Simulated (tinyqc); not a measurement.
## A double barrier with mass mismatch, transfer matrices: effect of the barrier mass and of the matching rule

One electron of energy E comes from the left lead (band edge 0); no transverse momentum. Parabolic bands, masses in units of m0, C = hbar^2/(2 m0); psi and psi'/m are continuous at every interface. Barrier d1, well Lw, barrier d2; the right lead equals the left one.

For the pair (psi, psi'/m) a flat layer has M = [[cos kd, (m/k) sin kd], [-(k/m) sin kd, cos kd]] with k = sqrt(m (E - U)/C) above its edge U, and M = [[cosh Kd, (m/K) sinh Kd], [(K/m) sinh Kd, cosh Kd]] with K = sqrt(m (U - E)/C) below it. The matrices are multiplied with later layers to the left. With M acting on (psi, psi'/m) and v = k/m in each lead, T(E) = 4 vL vR/[(vL vR M12 - M21)^2 + (vR M11 + vL M22)^2]. The second column matches psi and psi' without the mass (every m outside k and K set to 1), which is not the envelope-function rule when the masses differ.

Values chosen for this exercise; masses and offsets close to those of GaN wells and AlGaN barriers: mass in the left lead mL = 0.2 m0; barrier height U1 = 0.6 eV; width of the first barrier d1 = 1.4 nm; well width (edge 0, mass mL) Lw = 2 nm; width of the second barrier d2 = 1.4 nm; electron energy E = 0.792 eV.

Constants: q = 1.602176634e-19 C, hbar = 1.054571817e-34 J s, m0 = 9.1093837015e-31 kg, hbar^2/(2 m0) = 0.0380998212 eV nm^2. Results are converted to the units shown.

Effect of the barrier mass and of the matching rule:
```
m1 (m0)	T(E), psi'/m matched	T(E), psi' matched	ratio
0.12	0.8461	0.2855	0.3374
0.15	0.6383	0.3033	0.4752
0.2	0.3465	0.3465	1.000
0.25	0.2002	0.4069	2.033
0.31	0.1243	0.5015	4.033
0.4	0.08454	0.6752	7.987
0.5	0.07834	0.8558	10.92
0.63	0.1104	0.9759	8.842
```

What does the comparison show?

With psi'/m matched, T(E) goes from 0.846 through a minimum of 0.0783 (at m1 = 0.5 m0 among the rows listed) to 0.110. The other rule gives 0.337 times that in the first row and 8.84 times in the last; the two rules coincide at m1 = mL = 0.2.

Range of the model: Masses are held fixed, although real bands cease to be parabolic a few tenths of an eV from their edges (inside a barrier too).

tinyqc, about 0.04 s, one thread, Intel Xeon 2.30GHz (shared host): `OMP_NUM_THREADS=1 python tinyqc.py 2560029 2560030 out.jsonl`
